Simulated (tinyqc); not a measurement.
Worked calculation: plane-wave Kohn-Sham cycle with exchange-only LDA in a layered model solid. Computed by tinyqc, a small Python program that keeps every step. Settings: points = 16, plane-wave index or count = 2, electrons = 2, k points = 3, area = 18.0, mixing = 0.1, iteration cap = 75, Kerker q0 = 1.09. Command: `OMP_NUM_THREADS=1 python tinyqc.py 26773 26774 out.jsonl` (the two numbers bound the seeds that draw the settings). One thread of a shared host (Intel(R) Xeon(R) Processor @ 2.60GHz), about 0.03 s of CPU time with the checks.

A solid whose potential varies along x alone (atomic units):
```
parameter                      value
period a                    4.400000
cross-section of the cell  18.000000
electrons per cell                 2
grid points                       16
plane waves -n..n, n               2
k points                           3
V1 in V1 cos(2 pi x/a)     -0.150000
V2 in V2 cos(4 pi x/a)     -0.190000
```

Stop when sqrt(dV sum R^2) is below 1e-8, dV = a A/N.

Course of the cycle:
```
iteration  E (hartree)  norm of the residual
1            -0.329500              7.92e-02
2            -0.328734              7.33e-02
3            -0.328064              6.79e-02
4            -0.327479              6.28e-02
5            -0.326970              5.81e-02
6            -0.326528              5.38e-02
7            -0.326146              4.98e-02
8            -0.325816              4.61e-02
9            -0.325532              4.26e-02
10           -0.325286              3.94e-02
11           -0.325075              3.65e-02
...                ...                   ...
65           -0.323796              5.56e-04
66           -0.323796              5.15e-04
67           -0.323796              4.77e-04
68           -0.323796              4.42e-04
69           -0.323796              4.09e-04
70           -0.323796              3.79e-04
71           -0.323796              3.51e-04
72           -0.323796              3.25e-04
73           -0.323796              3.01e-04
74           -0.323796              2.78e-04
75           -0.323796              2.58e-04
```

Can the last value be used, and what does the course show?

Not by the stop rule, although the second column moves by less than 1e-07 over the last three steps. Not converged within 75 iterations: the residual falls steadily but slowly, by a factor of about 0.93 a step. Reruns (cap 100 unless said): mixing 0.5, Kerker q0 1.0: converged in 33 (E = -0.32380); mixing 0.3, Pulay depth 5: converged in 9 (E = -0.32380); the original settings with a cap of 400: converged in 208 (E = -0.32380).
